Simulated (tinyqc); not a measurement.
Worked calculation: Born-Oppenheimer dynamics on the RHF/sto-3g surface (energies and gradients from PySCF), for H3-, spin multiplicity 1. The basis has no diffuse functions, so it cannot describe the extra electron: this is an exercise in the method, not the real anion. Computed by tinyqc, a small Python program that keeps every step (integrals from PySCF). Settings: charge = -1, multiplicity = 1, basis = sto-3g, time step (fs) = 1.0, steps = 16. Command: `OMP_NUM_THREADS=1 python tinyqc.py 28524 28525 out.jsonl` (the two numbers bound the seeds that draw the settings). One thread of a shared host (Intel(R) Xeon(R) Processor @ 2.60GHz), about 0.6 s of CPU time with the checks.

## Velocity Verlet step 1

positions (bohr), order 1H, 2H, 3H:
```
[[-0.0491, -0.0302, -0.0038],
 [-0.1039, -0.0094, 1.6214],
 [0.0038, 0.0208, -1.5345]]
```

velocities (bohr per atomic time unit), order 1H, 2H, 3H:
```
[[0.0000013, -0.0000403, -0.0000553],
 [-0.0000957, -0.0000063, -0.0000723],
 [0.0000943, 0.0000467, 0.0001277]]
```

gradient (hartree/bohr), order 1H, 2H, 3H:
```
[[0.000451, -0.003926, -0.015391],
 [0.003823, 0.003215, -0.110858],
 [-0.004274, 0.000711, 0.126249]]
```

masses (electron masses): [1837.1526, 1837.1526, 1837.1526]

gradient after step 1 (hartree/bohr), order 1H, 2H, 3H:
```
[[0.000294, -0.004224, -0.010477],
 [0.003234, 0.003126, -0.087027],
 [-0.003528, 0.001098, 0.097504]]
```

dt = 1 fs = 41.3414 atomic units; x' = x + v dt - g dt^2 / (2m); after the new gradient g', v' = v - (g + g') dt / (2m).

positions after step 1 (bohr), order 1H, 2H, 3H:
```
[[-0.0493, -0.0301, 0.0011],
 [-0.1097, -0.0112, 1.6700],
 [0.0097, 0.0224, -1.5879]]
```

velocities after step 1 (bohr per atomic time unit), order 1H, 2H, 3H:
```
[[-0.0000070, 0.0000514, 0.0002357],
 [-0.0001751, -0.0000777, 0.0021542],
 [0.0001821, 0.0000263, -0.0023899]]
```

## Velocity Verlet step 2

gradient after step 2 (hartree/bohr), order 1H, 2H, 3H:
```
[[0.000015, -0.003844, -0.002496],
 [0.001416, 0.002326, -0.035384],
 [-0.001431, 0.001518, 0.037880]]
```

As before.

positions after step 2 (bohr), order 1H, 2H, 3H:
```
[[-0.0497, -0.0260, 0.0157],
 [-0.1184, -0.0159, 1.7995],
 [0.0188, 0.0230, -1.7321]]
```

velocities after step 2 (bohr per atomic time unit), order 1H, 2H, 3H:
```
[[-0.0000105, 0.0001422, 0.0003817],
 [-0.0002274, -0.0001390, 0.0035315],
 [0.0002379, -0.0000031, -0.0039132]]
```

## Energy conservation

The total energy should stay constant up to terms of order dt^2; the step counts as short enough if it moves by less than 2 % of the largest kinetic energy.

Trajectory:
```
time (fs)  1H-2H (angstrom)  potential (hartree)  kinetic (hartree)  total (hartree)
0.0000               0.8606            -1.295466           0.000043        -1.295424
1.0000               0.8838            -1.306333           0.009627        -1.296705
2.0000               0.9447            -1.323732           0.025792        -1.297941
3.0000               1.0218            -1.327660           0.030016        -1.297644
4.0000               1.0940            -1.319180           0.022209        -1.296971
5.0000               1.1462            -1.307251           0.010735        -1.296516
6.0000               1.1693            -1.298777           0.002470        -1.296308
7.0000               1.1582            -1.297131           0.000857        -1.296274
8.0000               1.1106            -1.302854           0.006443        -1.296411
9.0000               1.0280            -1.313677           0.016869        -1.296808
10.0000              0.9183            -1.323404           0.025859        -1.297545
11.0000              0.8042            -1.322049           0.024109        -1.297940
12.0000              0.7334            -1.308598           0.012349        -1.296248
13.0000              0.7615            -1.306153           0.009727        -1.296426
14.0000              0.8777            -1.315006           0.017761        -1.297245
15.0000              1.0314            -1.321153           0.023997        -1.297156
16.0000              1.1853            -1.322795           0.025798        -1.296996
```

The total energy moves within 2.5e-03 hartree; that is over 2 % of the largest kinetic energy, so the time step is too long.
